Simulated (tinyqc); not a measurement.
# AlGaN/GaN HEMT with access regions, lumped model: several studies

A polarisation-induced electron sheet under a Schottky gate, in series with two ungated access regions and contacts. Drift law v = mu E/(1 + mu E/vs) under the gate. Currents in mA/mm, resistances in ohm mm. No self-heating, no channel-length modulation; fits for polarisation, barrier and offset are chosen for the exercise.

Inputs (values chosen for the exercise); values close to those of AlGaN/GaN structures: aluminium share of the barrier x = 0.24; barrier thickness d = 18 nm; relative permittivity of barrier and channel eps_r = 9.3; channel mobility mu = 1900 cm^2/(V s); saturation velocity vs = 1.1e7 cm/s; gate length Lg = 0.25 um; source access length Ls = 2 um; drain access length Ld = 16 um; resistance of each contact Rc = 0.36 ohm mm; share of the drain-access electrons removed by traps ft = 0.24; gate voltage Vg = 0 V.

Constants: q = 1.602176634e-19 C, eps0 = 8.8541878128e-14 F/cm where lengths are in cm. Results are converted to the units shown.

Each table varies one quantity; the others keep the values above.

## Output curve without and with trapping

sigma = (5e13 x + 1.6e13 x^2) cm^-2, phiB = 0.84 + 1.3 x, dEc = 0.7 (1.71 x + x^2) in volts, Cb = eps0 eps_r/d, VT = phiB - dEc - q sigma/Cb, access density n0 = -Cb VT/q. Access resistance R(L, n) = L/(q mu n sqrt(1 - (I/(q n vs))^2)); Rs = Rc + R(Ls, n0), Rd = Rc + R(Ld, (1 - ft) n0). Vg' = Vg - I Rs, Vd' = Vd - I (Rs + Rd); with u = Vg' - VT, Vc = vs Lg/mu and w the smaller of Vd' and Vc [sqrt(1 + 2 u/Vc) - 1] (0 if negative), the channel gives (mu Cb/Lg)(u w - w^2/2)/(1 + w/Vc). I equals that channel current. The two columns take ft = 0 and ft = 0.24; collapse = 1 - (second)/(first).

Output curve without and with trapping:

| Vd (V) | I, ft = 0 (mA/mm) | I, ft = 0.24 (mA/mm) | collapse (%) |
|---|---|---|---|
| 0.25 | 39.08 | 31.38 | 19.71 |
| 0.5 | 78.09 | 62.70 | 19.70 |
| 1 | 155.7 | 125.0 | 19.70 |
| 2 | 307.8 | 247.2 | 19.70 |
| 3 | 453.6 | 364.2 | 19.71 |
| 4 | 590.6 | 474.2 | 19.72 |
| 6 | 829.0 | 667.8 | 19.44 |
| 8 | 962.2 | 823.0 | 14.47 |
| 12 | 962.2 | 962.2 | 0.00 |

Without trapping the current rises from 39.1 to 962 mA/mm and first comes within 2 % of its last value at Vd = 8 V among the rows; with trapping that knee lies at 12 V. The collapse is 20 % in the first row, at most 20 % and 0 % in the last: once the gated channel saturates, the drain access only takes spare voltage. For Vd = 8 to 12 V the power passes 5 W/mm, where self-heating, left out here, lowers the current.

## Effect of the gate voltage

Same model as above.

Isat is I at Vd = 10 V, gm = dIsat/dVg, Ron the limit of Vd/I at small Vd.

The same in every row: VT (V) = -3.701; n0 (cm^-2) = 1.057e13.

Results:

| Vg (V) | Ron (ohm mm) | Isat (mA/mm) | gm (mS/mm) |
|---|---|---|---|
| -3.3 | 8.603 | 68.32 | 226.2 |
| -2.6 | 8.147 | 244.2 | 266.5 |
| -1.9 | 8.046 | 435.5 | 277.9 |
| -1.2 | 8.001 | 631.2 | 280.0 |
| 0.1 | 7.962 | 942.5 | 34.61 |
| 0.8 | 7.950 | 953.2 | 7.185 |
| 1.5 | 7.941 | 956.6 | 3.183 |

Estimate the missing row, Vg = -0.6 V.

Computed row:

| Vg (V) | Ron (ohm mm) | Isat (mA/mm) | gm (mS/mm) |
|---|---|---|---|
| -0.6 | 7.979 | 798.4 | 276.6 |

With this row back in the table: As Vg goes from -3.3 to 1.5 V, Ron falls from 8.60 to 7.94 ohm mm, Isat rises from 68.3 to 957 mA/mm and gm goes from 226 through a maximum of 280 (at Vg = -1.2 V among the rows listed) to 3.18 mS/mm. The ceiling Cb vs is 503 mS/mm. For Vg = -1.2 to 1.5 V the power passes 5 W/mm, where self-heating, left out here, lowers the current. For Vg = 0.1 to 1.5 V the gated channel is not yet saturated at 10 V, because the access regions take the voltage, and gm drops. At Vg = 1.5 V Vg comes within 0.2 V of phiB or passes it, so at low drain current, as for Ron, the Schottky gate would conduct.

## Effect of the share of the drain-access electrons removed by traps

Same model as above.

The same in every row: VT (V) = -3.701; n0 (cm^-2) = 1.057e13.

Results:

| ft | Ron (ohm mm) | Isat (mA/mm) | gm (mS/mm) |
|---|---|---|---|
| 0 | 6.393 | 962.2 | 268.5 |
| 0.1 | 6.946 | 962.2 | 268.5 |
| 0.2 | 7.636 | 962.2 | 268.5 |
| 0.3 | 8.525 | 879.0 | 18.97 |
| 0.5 | 11.37 | 648.6 | 2.336 |
| 0.6 | 13.85 | 525.2 | 0.9616 |
| 0.7 | 18.00 | 398.3 | 0.3759 |

Estimate the missing row, ft = 0.4.

Computed row:

| ft | Ron (ohm mm) | Isat (mA/mm) | gm (mS/mm) |
|---|---|---|---|
| 0.4 | 9.709 | 767.5 | 5.960 |

With this row back in the table: As ft goes from 0 to 0.7, Ron rises from 6.39 to 18.0 ohm mm, Isat falls from 962 to 398 mA/mm and gm falls from 269 to 0.376 mS/mm. The ceiling Cb vs is 503 mS/mm. For ft = 0 to 0.6 the power passes 5 W/mm, where self-heating, left out here, lowers the current. For ft = 0.3 to 0.7 the gated channel is not yet saturated at 10 V, because the access regions take the voltage, and gm drops.

Computed by the program tinyqc: `OMP_NUM_THREADS=1 python tinyqc.py 2570124 2570125 out.jsonl`, one thread of a shared Intel Xeon 2.30GHz, about 0.03 s for the whole run.
